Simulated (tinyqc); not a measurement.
# Worked calculation: square on-chip spiral inductor, lumped pi model

tinyqc, about 0.01 s, one thread, Intel Xeon 2.30GHz (shared host): `OMP_NUM_THREADS=1 python tinyqc.py 2302192 2302193 out.jsonl` Printed values are rounded.

Outer diameter do = di + 2 n wd + 2 (n - 1) sp, mean da = (do + di)/2, fill p = (do - di)/(do + di), length l = 4 n da. L = 2.34 mu0 n^2 da/(1 + 2.75 p), mu0 = 4 pi 1e-7 H/m. Rs = rho l/(wd delta (1 - exp(-th/delta))), delta = sqrt(rho/(pi f mu0)). Cs = n wd^2 eps0 eo/hu across the coil. At each end Cox = l wd eps0 eo/(2 ho) leads to the substrate branch Rsi = 2 rs he/(l wd) in parallel with Csi = l wd eps0 11.7/(2 he). With one end grounded Y = 1/(Rs + i w L) + i w Cs + 1/[1/(i w Cox) + 1/(1/Rsi + i w Csi)], w = 2 pi f; Q = -Im Y/Re Y. Eddy currents in neighbouring turns and in the substrate are left out.

Inputs (values chosen for the exercise); values of the order met in silicon radio-frequency processes: number of turns n = 4.5; line width wd = 20 um; space between turns sp = 2 um; inner diameter di = 100 um; metal thickness th = 3.4 um; metal resistivity rho = 2.2 uohm cm; oxide below the coil ho = 9.4 um; oxide between coil and underpass hu = 1.4 um; relative permittivity of the oxide eo = 3.9; substrate resistivity rs = 20 ohm cm; effective spreading depth in the substrate he = 50 um; frequency f = 1 GHz.

Constants: eps0 = 8.8541878128e-12 F/m. Results are converted to the units shown.

## Geometry and model elements

do, l, L, delta, Rs, Cs, Cox, Rsi and Csi as defined.

do = 294 um
l = 3546 um
L = 4.98310 nH
delta = 2.36065 um
Rs = 2.16519 ohm
Cs = 44.3974 fF
Cox = 130.264 fF
Rsi = 282.008 ohm
Csi = 73.4689 fF

Rs is 1.89 times the direct-current value in this empirical form, which overstates the skin effect of a flat slab when delta is near th and so stands in for some current crowding.

## Admittance, quality factor and apparent inductance

Series branch 1/(Rs + i w L), substrate branch, total Y, Q = -Im Y/Re Y, apparent inductance Im(1/Y)/w, metal-only value w L/Rs, share of the loss in the substrate Re(substrate branch)/Re Y.

series branch = 2.1982-31.7870i mS
substrate branch = 0.167136+0.758137i mS
Y = 2.3653-30.7499i mS
Q = 13.0002
apparent inductance = 5.14535 nH
w L/Rs = 14.4605
share of the loss in the substrate = 7.06606 %

Q is 89.9 % of the metal-only value.
